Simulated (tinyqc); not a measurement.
Inside a calculation. Method: plane-wave Kohn-Sham cycle with exchange-only LDA in a layered model solid. One step of it, computed by the program tinyqc.

Problem. Iteration 1: levels at that k. Diagonalise the Hermitian matrix.

H (hartree):
```
,-3,-2,-1,+0,+1,+2,+3
-3,5.952418,-0.275000,0.000000,0.000000,0.000000,0.000000,0.000000
-2,-0.275000,2.438852,-0.275000,0.000000,0.000000,0.000000,0.000000
-1,0.000000,-0.275000,0.330713,-0.275000,0.000000,0.000000,0.000000
+0,0.000000,0.000000,-0.275000,-0.372000,-0.275000,0.000000,0.000000
+1,0.000000,0.000000,0.000000,-0.275000,0.330713,-0.275000,0.000000
+2,0.000000,0.000000,0.000000,0.000000,-0.275000,2.438852,-0.275000
+3,0.000000,0.000000,0.000000,0.000000,0.000000,-0.275000,5.952418
```

Give: eigenvalues.

Solution.

eigenvalues (hartree): -0.549  0.295  0.471  2.453  2.454  5.974  5.974
